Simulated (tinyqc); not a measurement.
Raising the field: Wannier-Stark ladder of a miniband.

One state in each well j = -(Nw - 1)/2 ... (Nw - 1)/2: H_jj = j e F d, H_(j,j+1) = -W/4; 1 kV/cm = 0.01 meV/angstrom. In an infinite chain the levels are j e F d and the state of well 0 has amplitude J_j(x) in size on well j, x = W/(2 e F d).

Inputs chosen for the exercise (near those of a GaAs/AlGaAs superlattice; shifted at random, so the results belong to these values and not to a real crystal):
```
symbol  value                             unit      meaning
W       19                                meV       miniband width
d       66                                angstrom  period
Nw      9                                           wells
Fs      (3.1, 4.3, 5.8, 8.1, 13, 21, 46)  kV/cm     fields
```

Infinite-chain weights beside the middle spacing of the finite stack.

Results:
```
F (kV/cm)  e F d (meV)      x  J_0^2  J_1^2  J_2^2  middle spacing/(e F d)
3.1               2.05  4.643  0.081  0.071  0.029                  1.3345
4.3               2.84  3.347  0.126  0.040  0.225                  1.0855
5.8               3.83  2.482  0.002  0.252  0.197                  1.0161
8.1               5.35  1.777  0.125  0.338  0.090                  1.0017
13                8.58  1.107  0.513  0.224  0.019                  1.0001
21               13.86  0.685  0.785  0.104  0.003                  1.0000
46               30.36  0.313  0.952  0.024  0.000                  1.0000
```

What can be read from this table?

J_0 vanishes at x = 2.405, F = 6.0 kV/cm, where the line at j = 0 disappears; J_0^2 overtakes J_1^2 for good at x = 1.435, F = 10.0 kV/cm, and reaches 0.95 in the last row. The 9 wells reproduce the middle spacing of the even ladder to 1 % from 8.1 kV/cm on, where the swing W/(e F d) = 2x is 3.6 periods. The lines are seen apart only where e F d exceeds their width, usually a few meV.

Run: tinyqc, `OMP_NUM_THREADS=1 python tinyqc.py 1282528 1282529 out.jsonl`; Intel(R) Xeon(R) Processor @ 2.30GHz, one thread, shared host; about 0.01 s of CPU time with all checks.
